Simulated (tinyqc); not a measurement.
Implanted layer, carriers, mobility and sheet resistance: two steps of the calculation.

An n-type layer from the surface x = 0 to the junction xj, N(x) = N0 exp(-(x - Rp)^2/(2 sg^2)). Local neutrality (no depletion at surface or junction, no spilling of carriers), intrinsic carriers neglected, full ionisation of active dopants.

Values chosen for this exercise; values close to those of phosphorus in germanium over a p-type background:
- T = 300 K (temperature)
- Nb = 7.7e14 cm^-3 (background doping of the opposite type)
- N0 = 1.8e18 cm^-3 (peak chemical concentration)
- m1 = 151 cm^2/(V s) (mobility limit at high doping)
- m2 = 3990 cm^2/(V s) (mobility limit at low doping, at 300 K)
- Nr = 2.62e17 cm^-3 (reference doping of the mobility law)
- am = 0.576 (exponent of the mobility law)
- bt = 2 (temperature exponent of m2)
- Ns = 5.02e19 cm^-3 (solubility limit of active dopant)
- sg = 32 nm (straggle after annealing)
- Rp = 27 nm (projected range)

Constants: q = 1.602176634e-19 C. Results are converted to the units shown.

Task 1. Junction depth and local values. xj = Rp + sg sqrt(2 ln(N0/Nb)); 15 equal steps from 0 to xj. Active dopant A = min(N, Ns); n = A - Nb; mobility mu = m1 + (m2 (T/300 K)^(-bt) - m1)/(1 + ((A + Nb)/Nr)^am).

Find: xj; x; N; A; n; mu.

Result 1.

xj = 153.04 nm

| point | x (nm) | N (cm^-3) | A (cm^-3) | n (1e18 cm^-3) | mu (cm^2/(V s)) |
|---|---|---|---|---|---|
| 0 | 0.00 | 1.2609e18 | 1.2609e18 | 1.2601 | 1256.4 |
| 1 | 10.20 | 1.5683e18 | 1.5683e18 | 1.5676 | 1160.2 |
| 2 | 20.41 | 1.7622e18 | 1.7622e18 | 1.7614 | 1111.1 |
| 3 | 30.61 | 1.7886e18 | 1.7886e18 | 1.7878 | 1105.0 |
| 4 | 40.81 | 1.6399e18 | 1.6399e18 | 1.6392 | 1141.2 |
| 5 | 51.01 | 1.3583e18 | 1.3583e18 | 1.3575 | 1223.0 |
| 6 | 61.22 | 1.0163e18 | 1.0163e18 | 1.0155 | 1356.7 |
| 7 | 71.42 | 6.8687e17 | 6.8687e17 | 0.6861 | 1550.4 |
| 8 | 81.62 | 4.1937e17 | 4.1937e17 | 0.4186 | 1811.0 |
| 9 | 91.82 | 2.3130e17 | 2.3130e17 | 0.2305 | 2137.5 |
| 10 | 102.03 | 1.1524e17 | 1.1524e17 | 0.1145 | 2512.8 |
| 11 | 112.23 | 5.1864e16 | 5.1864e16 | 0.0511 | 2899.5 |
| 12 | 122.43 | 2.1086e16 | 2.1086e16 | 0.0203 | 3249.1 |
| 13 | 132.63 | 7.7442e15 | 7.7442e15 | 0.0070 | 3521.7 |
| 14 | 142.84 | 2.5693e15 | 2.5693e15 | 0.0018 | 3702.2 |
| 15 | 153.04 | 7.7000e14 | 7.7000e14 | 0.0000 | 3800.6 |

The mobility runs from 1100 to 3800 cm^2/(V s).

Task 2. Sheet quantities by the trapezoid rule. Dose = integral of N, carrier sheet density = integral of n, 1/Rs = q integral of n mu, mean mobility 1/(q Rs sheet density), Hall mobility (unit Hall factor) = integral of n mu^2 over integral of n mu, Hall sheet density = (integral of n mu)^2/integral of n mu^2; all from 0 to xj.

| point | x (nm) | N (cm^-3) | n (1e18 cm^-3) | mu (cm^2/(V s)) |
|---|---|---|---|---|
| 0 | 0.00000 | 1.2609049e18 | 1.2601349 | 1256.4205 |
| 1 | 10.20268 | 1.5683407e18 | 1.5675707 | 1160.2404 |
| 2 | 20.40537 | 1.7621801e18 | 1.7614101 | 1111.1289 |
| 3 | 30.60805 | 1.7885947e18 | 1.7878247 | 1104.9743 |
| 4 | 40.81073 | 1.6399302e18 | 1.6391602 | 1141.2402 |
| 5 | 51.01342 | 1.3582840e18 | 1.3575140 | 1223.0206 |
| 6 | 61.21610 | 1.0162664e18 | 1.0154964 | 1356.6558 |
| 7 | 71.41878 | 6.8687284e17 | 0.6861028 | 1550.3944 |
| 8 | 81.62147 | 4.1936956e17 | 0.4185996 | 1811.0347 |
| 9 | 91.82415 | 2.3129660e17 | 0.2305266 | 2137.5404 |
| 10 | 102.02683 | 1.1523738e17 | 0.1144674 | 2512.7875 |
| 11 | 112.22952 | 5.1864391e16 | 0.0510944 | 2899.5363 |
| 12 | 122.43220 | 2.1086134e16 | 0.0203161 | 3249.1158 |
| 13 | 132.63488 | 7.7441978e15 | 0.0069742 | 3521.6837 |
| 14 | 142.83757 | 2.5692578e15 | 0.0017993 | 3702.2213 |
| 15 | 153.04025 | 7.7e14 | 0.0000000 | 3800.6267 |

Wanted: dose; carrier sheet density; Rs; mean mobility; Hall mobility; Hall sheet density.

Result 2.

dose = 1.153e13 cm^-2
carrier sheet density = 1.152e13 cm^-2
Rs = 427.8 ohm/square
mean mobility = 1267 cm^2/(V s)
Hall mobility = 1332 cm^2/(V s)
Hall sheet density = 1.095e13 cm^-2

Carriers make up 99.9 % of the dose. A Hall measurement weights the mobile tail, so its sheet density is 4.9 % below the true one.

Numbers from tinyqc (`OMP_NUM_THREADS=1 python tinyqc.py 2110033 2110034 out.jsonl`; about 0.01 s on one thread of a shared Intel Xeon 2.30GHz).
